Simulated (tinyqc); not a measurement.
p-n diode with diffusion and depletion-layer recombination: one step of the calculation.

Abrupt junction in the depletion approximation, low injection, full ionisation, neutral widths fixed, ohmic contact on the p side. Vj is the junction voltage; where a series resistance Rs is given, V = Vj + J Rs is the terminal voltage.

Question. Recombination in the depleted layer. ni = sqrt(Nc Nv) exp(-Eg/(2 Vt)), Eg in volts. Vbi = Vt ln(Na Nd/ni^2), W = sqrt(2 eps0 eps_r (Vbi - Vj)(1/Na + 1/Nd)/q), xp = W Nd/(Na + Nd), xn = W Na/(Na + Nd); u(x) = q Na (x + xp)^2/(2 eps0 eps_r) for x < 0 and Vbi - Vj - q Nd (xn - x)^2/(2 eps0 eps_r) for x > 0; p = Na exp(-u/Vt), n = Nd exp((u - Vbi + Vj)/Vt); U = ni^2 (exp(Vj/Vt) - 1)/(tp (n + ni exp(Et/Vt)) + tn (p + ni exp(-Et/Vt))); J_scr = q times the integral of U from -xp to xn. Trapezoid rule on 13 equal steps.

Inputs (values chosen for the exercise); band and dielectric values close to those of 4H silicon carbide: temperature T = 325 K; band gap Eg = 3.22 eV; relative permittivity eps_r = 9.76; conduction-band density of states at T Nc = 1.94e19 cm^-3; valence-band density of states at T Nv = 2.77e19 cm^-3; acceptor density Na = 1e18 cm^-3; donor density Nd = 1.1e15 cm^-3; electron lifetime tn = 4e-6 s; hole lifetime tp = 8e-7 s; trap level above the intrinsic level Et = 0 eV; junction voltage at which recombination is evaluated Vj = 1.03 V.

Constants: q = 1.602176634e-19 C, kB = 1.380649e-23 J/K, Vt = kB T/q, eps0 = 8.8541878128e-14 F/cm where lengths are in cm. Results are converted to the units shown.

Find: W; x; u; n; p; U; J_scr.

Answer.

W = 1337.9 nm

| point | x (nm) | u (V) | n (cm^-3) | p (cm^-3) | U (cm^-3 s^-1) |
|---|---|---|---|---|---|
| 0 | -1.5 | 0.0000 | 5.8875e-14 | 1.0000e18 | 1.4719e-8 |
| 1 | 101.4 | 0.2680 | 8.4256e-10 | 6.9876e13 | 2.1064e-4 |
| 2 | 204.4 | 0.5164 | 5.9900e-6 | 9.8288e9 | 1.4975 |
| 3 | 307.3 | 0.7432 | 0.019693 | 2.9896e6 | 4923.3 |
| 4 | 410.2 | 0.9484 | 29.941 | 1966.4 | 7.4624e6 |
| 5 | 513.1 | 1.1320 | 21051 | 2.7968 | 3.4937e6 |
| 6 | 616.0 | 1.2940 | 6.8442e6 | 0.0086021 | 10753 |
| 7 | 718.9 | 1.4344 | 1.0291e9 | 5.7212e-5 | 71.515 |
| 8 | 821.8 | 1.5531 | 7.1552e10 | 8.2282e-7 | 1.0285 |
| 9 | 924.7 | 1.6503 | 2.3007e12 | 2.5590e-8 | 0.031987 |
| 10 | 1027.7 | 1.7259 | 3.4210e13 | 1.7210e-9 | 0.0021512 |
| 11 | 1130.6 | 1.7799 | 2.3524e14 | 2.5028e-10 | 3.1285e-4 |
| 12 | 1233.5 | 1.8123 | 7.4803e14 | 7.8706e-11 | 9.8383e-5 |
| 13 | 1336.4 | 1.8231 | 1.1000e15 | 5.3523e-11 | 6.6903e-5 |

J_scr = 1.8091e-17 A/cm^2

Computed by the program tinyqc: `OMP_NUM_THREADS=1 python tinyqc.py 2260065 2260066 out.jsonl`, one thread of a shared Intel Xeon 2.30GHz, about 0.01 s for the whole run.
